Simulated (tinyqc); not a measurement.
## Offset from the accumulated charge

Problem. Layer 1 (x < 0) accumulates electrons and layer 2 (x > 0) is depleted. Boltzmann statistics. Sheet densities from the first integral: Q1 = sqrt((2 eps0 eps_r Vt N1/q)(exp(u1) - u1 - 1)) extra electrons, Q2 = sqrt((2 eps0 eps_r Vt N2/q)(exp(-u2) + u2 - 1)) missing ones, u = V/Vt; neutrality Q1 = Q2 + si. V1 + V2 = dE + Vt ln[(N2/Nc2)/(N1/Nc1)]. Find V1, V2 and dE.

Values chosen for this exercise; values of the order of III-V alloys:
- T = 200 K (temperature)
- eps_r = 12.3 (relative permittivity of both layers)
- Nc1 = 7e17 cm^-3 (density of states of the narrow-gap layer 1)
- Nc2 = 1.2e18 cm^-3 (density of states of the wide-gap layer 2)
- N1 = 1.4e16 cm^-3 (donor density in layer 1)
- N2 = 4.2e16 cm^-3 (donor density in layer 2)
- si = 0 cm^-2 (fixed charge at the interface)

Constants: q = 1.602176634e-19 C, kB = 1.380649e-23 J/K, Vt = kB T/q, eps0 = 8.8541878128e-14 F/cm where lengths are in cm. Results are converted to the units shown.

Q1 = 3.1287539e11 cm^-2

Solution. Each sheet density rises steadily with its bending, so Q1 fixes V1 and Q2 = Q1 - si fixes V2.

V1 = 0.06097 V
V2 = 0.1887 V
dE = 0.2400 eV

tinyqc, about 0.08 s, one thread, Intel Xeon 2.30GHz (shared host): `OMP_NUM_THREADS=1 python tinyqc.py 2410026 2410027 out.jsonl`
